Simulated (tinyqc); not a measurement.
Energy and delay of logic against supply voltage: energy and delay against supply voltage.

One expression serves below and above threshold: I(Vg) = Ik [ln(1 + exp((Vg - VT + dd V)/(al nf Vt)))]^al, with I_on = I(V) and I_off = I(0). Gate delay td = kd C V/I_on, clock period LD td. Per gate and cycle the switching energy is act C V^2 and the leakage energy I_off V LD td. No short-circuit current, no variation. Minima are sought above 0.09 V; below a few Vt gates no longer switch and the model has no meaning.

EDP = energy times td.

Parameters, values chosen for the exercise; values of the order met in logic technologies: temperature T = 300 K; threshold voltage at zero drain bias VT = 0.33 V; slope factor nf = 1.15; barrier lowering per volt of supply dd = 0.07; specific current of a gate Ik = 1.6 uA; exponent of the current law al = 1.44; load capacitance of a gate C = 0.47 fF; delay factor kd = 0.9; logic depth LD = 60; activity factor act = 0.02.

Constants: q = 1.602176634e-19 C, kB = 1.380649e-23 J/K, Vt = kB T/q. Results are converted to the units shown.

Energy and delay against supply voltage:
```
V (V)  I_on (uA)  I_off (nA)  td (ps)  switching (aJ)  leakage (aJ)  energy (aJ)  EDP (fJ ps)
0.15    0.005274     0.03441  1.203e4          0.2115         3.726        3.937        47.37
0.27      0.3160     0.04564    361.5          0.6853        0.2673       0.9525       0.3443
0.39       4.855     0.06053    33.98           1.430       0.04813        1.478      0.05022
0.5        15.30     0.07842    13.82           2.350       0.03252        2.383      0.03294
0.62       30.75      0.1040    8.530           3.613       0.03300        3.646      0.03110
0.73       47.52      0.1347    6.499           5.009       0.03835        5.048      0.03280
0.85       68.15      0.1787    5.276           6.792       0.04808        6.840      0.03608
0.97       90.92      0.2370    4.513           8.844       0.06224        8.907      0.04020
1.08       113.5      0.3069    4.027           10.96       0.08008        11.04      0.04447
1.2        139.7      0.4070    3.633           13.54        0.1065        13.64      0.04957
```

td falls from 12000 to 3.63 ps; the energy goes from 3.94 through a minimum of 0.953 (at V = 0.27 V among the rows listed) to 13.6 aJ and the EDP goes from 47.4 through a minimum of 0.0311 (at V = 0.62 V among the rows listed) to 0.0496 fJ ps. The exact minima lie at V = 0.274 V for the energy and 0.595 V for the EDP. Going from 1.2 V to the energy minimum saves a factor of 14.3 in energy and costs a factor of 90.5 in delay. Below the minimum the leakage energy rises faster than the switching energy falls, because the clock period grows so steeply.

Numbers from tinyqc (`OMP_NUM_THREADS=1 python tinyqc.py 2082119 2082120 out.jsonl`; about 0.01 s on one thread of a shared Intel Xeon 2.30GHz).
